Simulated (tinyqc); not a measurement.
Signal and retention of a DRAM cell: one step of the calculation.

A stored one starts at Vd and leaks: Cs dV/dt = -I(V), I = a sqrt((V + Vb)/(Vd + Vb)) + b, with a = Ig exp[-(Eg1 q/kB)(1/T - 1/T0)] (generation in a depletion layer) and b = Is exp[-(Es q/kB)(1/T - 1/T0)]. The bit line is precharged to Vd/2, and charge sharing gives the signal (V - Vd/2) Cs/(Cs + Cb).

Problem. Signal and margin. The cell fails below Vc = Vd/2 + dm (Cs + Cb)/Cs.

Parameters, values chosen for the exercise:
```
symbol  value  unit                                            meaning
Vd        1.3     V                                      array voltage
Cs         12    fF                                   cell capacitance
Cb         64    fF                               bit-line capacitance
dm         37    mV  smallest signal that the sense amplifier resolves
```

Constants: q = 1.602176634e-19 C. Results are converted to the units shown.

Give: transfer ratio; signal of a fresh one; Vc; charge that may be lost; the same in electrons.

Solution.

transfer ratio = 0.15789
signal of a fresh one = 102.63 mV
Vc = 0.88433 V
charge that may be lost = 4.9880 fC
the same in electrons = 31133

Range of the model: Real arrays also hold a tail of unusually leaky cells and cells whose retention varies in time, which this model lacks.

Computed by the program tinyqc: `OMP_NUM_THREADS=1 python tinyqc.py 2130013 2130014 out.jsonl`, one thread of a shared Intel Xeon 2.30GHz, about 0.01 s for the whole run.
